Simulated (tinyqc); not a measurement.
Worked calculation: six-band Luttinger-Kohn model with strain. Values are carried at full precision from step to step, so a last printed digit may differ when a step is redone from the rounded ones.

Constants: hbar^2/2m0 = 3.80998211 eV angstrom^2.

Parameters, chosen for this exercise (near those of Si; shifted at random, so the results belong to these values and not to a real crystal):
- C11 = 166.6 GPa
- C12 = 63.5 GPa
- C44 = 79.9 GPa
- load = uniaxial [110] (kind of stress)
- X = 2.43 GPa (stress)
- Dso = 0.044 eV (spin-orbit splitting)
- g1 = 4.28 (Luttinger gamma1)
- g2 = 0.34 (gamma2)
- g3 = 1.44 (gamma3)
- av = 2.48 eV (valence hydrostatic potential)
- b = -2.1 eV (tetragonal shear potential)
- d = -4.77 eV (trigonal shear potential)
- k = (0.008, 0.051, 0.032) 1/angstrom (wave vector)
- kmax = 0.12 1/angstrom (end of the path)

## Strain from a uniaxial [110] stress

s11 = (C11 + C12)/((C11 - C12)(C11 + 2 C12)), s12 = -C12/((C11 - C12)(C11 + 2 C12)), s44 = 1/C44; exx = s11 sxx + s12 (syy + szz) and cyclic, exy = s44 sxy/2; tension is positive. A uniaxial stress X along the unit vector n is s_ij = X n_i n_j.

s11, s12, s44 (1/TPa): 7.6015  -2.0978  12.5156

strain tensor:
```
          x         y          z
x  0.006687  0.007603   0.000000
y  0.007603  0.006687   0.000000
z  0.000000  0.000000  -0.005098
```

The volume changes by +0.828 %; there is shear in the cubic axes, so d enters.

## The terms P, Q, R, S at one k

P = c g1 k^2 - av tr(e); Q = c g2 (kx^2 + ky^2 - 2 kz^2) - (b/2)(exx + eyy - 2 ezz); R = c sqrt3 [-g2 (kx^2 - ky^2) + 2i g3 kx ky] + (sqrt3/2) b (exx - eyy) - i d exy; S = 2 c sqrt3 g3 (kx - i ky) kz - d (exz - i eyz); c = hbar^2/2m0, e the strain tensor (not engineering shear).

Form the four terms.

Terms (eV):
```
term            from k  from strain
P              0.06016     -0.02053
Q              0.00080      0.02475
R     0.00569+0.00775i     0.03627i
S     0.00487-0.03102i      0.00000
```

## The Hamiltonian

Six-band Luttinger-Kohn model in the basis |3/2,3/2>, |3/2,1/2>, |3/2,-1/2>, |3/2,-3/2>, |1/2,1/2>, |1/2,-1/2>, electron energies, zero at the top of the unstrained valence band. H = -[rows: (P+Q, -S, R, 0, -S/r2, r2 R); (-S*, P-Q, 0, R, -r2 Q, r32 S); (R*, 0, P-Q, S, r32 S*, r2 Q); (0, R*, S*, P+Q, -r2 R*, -S*/r2); (-S*/r2, -r2 Q, r32 S, -r2 R, P+Dso, 0); (r2 R*, r32 S*, r2 Q, -S/r2, 0, P+Dso)], r2 = sqrt(2), r32 = sqrt(3/2). Levels are twofold.

Each term is the sum of its two parts.

H(k) (eV), lower triangle (Hermitian):
```
                  3/2,3/2          3/2,1/2         3/2,-1/2        3/2,-3/2  1/2,1/2  1/2,-1/2
3/2,3/2           -0.0652
3/2,1/2    0.0049+0.0310i          -0.0141
3/2,-1/2  -0.0057+0.0440i                0          -0.0141
3/2,-3/2                0  -0.0057+0.0440i  -0.0049-0.0310i         -0.0652
1/2,1/2    0.0034+0.0219i           0.0361  -0.0060+0.0380i  0.0081+0.0623i  -0.0836
1/2,-1/2  -0.0081+0.0623i  -0.0060-0.0380i          -0.0361  0.0034-0.0219i        0   -0.0836
```

## Levels and their make-up

Diagonalise H. The weights add +m and -m and are averaged over each pair; m is taken along z.

levels from the top, each twofold (eV): 0.0363  -0.0266  -0.1725

weights:
```
               top  second  third
|3/2,+-3/2>  0.248   0.381  0.371
|3/2,+-1/2>  0.589   0.244  0.168
|1/2,+-1/2>  0.164   0.375  0.461
```

The top pair is 59 % |3/2,+-1/2>, the second pair is 38 % |3/2,+-3/2> and the third pair is 46 % |1/2,+-1/2>.

## Band edges at k = 0
Diagonalise H at k = 0. The weights add +m and -m (m along z) and are averaged over each pair.

edges from the top (eV): 0.0655  0.0374  -0.0853

weights at k = 0:
```
               top  second  third
|3/2,+-3/2>  0.135   0.495  0.370
|3/2,+-1/2>  0.842   0.029  0.129
|1/2,+-1/2>  0.022   0.477  0.501
```

The stress splits the top two pairs by 28.1 meV, 1.09 times kT at 300 K (25.85 meV); the third lies 150.8 meV below the top, against Dso = 44 meV without stress.

## Hole masses at the edges

Curvature at k = 0: m/m0 = -2 c h^2/(E(h u) + E(-h u) - 2 E(0)) with h = 0.0002 1/angstrom along the unit vector u.

Hole masses (m0):
```
direction    top  second  third
[110]      0.383   0.668  0.115
[1-10]     0.192   0.140  2.087
[100]      0.256   0.231  0.217
[001]      0.199   0.239  0.276
```

Of the directions listed, the top pair is lightest along [1-10] (0.192) and heaviest along [110] (0.383). These masses hold only for hole energies well below the splitting of 28 meV.

## Bands along [110] and [001]

Six points from 0 to kmax in each direction.

Levels (eV):
```
direction  |k| (1/angstrom)      top   second    third  top, no stress  second, no stress
[110]                 0.000   0.0655   0.0374  -0.0853          0.0000             0.0000
[110]                 0.024   0.0602   0.0337  -0.1045         -0.0035            -0.0139
[110]                 0.048   0.0498   0.0177  -0.1626         -0.0103            -0.0450
[110]                 0.072   0.0421  -0.0182  -0.2600         -0.0167            -0.0861
[110]                 0.096   0.0358  -0.0722  -0.3968         -0.0228            -0.1415
[110]                 0.120   0.0290  -0.1428  -0.5731         -0.0296            -0.2125
[001]                 0.000   0.0655   0.0374  -0.0853          0.0000             0.0000
[001]                 0.024   0.0546   0.0280  -0.0933         -0.0079            -0.0108
[001]                 0.048   0.0241  -0.0021  -0.1172         -0.0316            -0.0418
[001]                 0.072  -0.0205  -0.0584  -0.1571         -0.0711            -0.0889
[001]                 0.096  -0.0781  -0.1415  -0.2136         -0.1264            -0.1490
[001]                 0.120  -0.1503  -0.2478  -0.2888         -0.1975            -0.2226
```

## Checks

- Levels against the same model in the basis X, Y, Z times spin: they agree to 1e-10 or better.

(tinyqc, `OMP_NUM_THREADS=1 python tinyqc.py 1050796 1050797 out.jsonl`, Intel(R) Xeon(R) Processor @ 2.30GHz, 1 thread, shared host, about 0.1 s.)
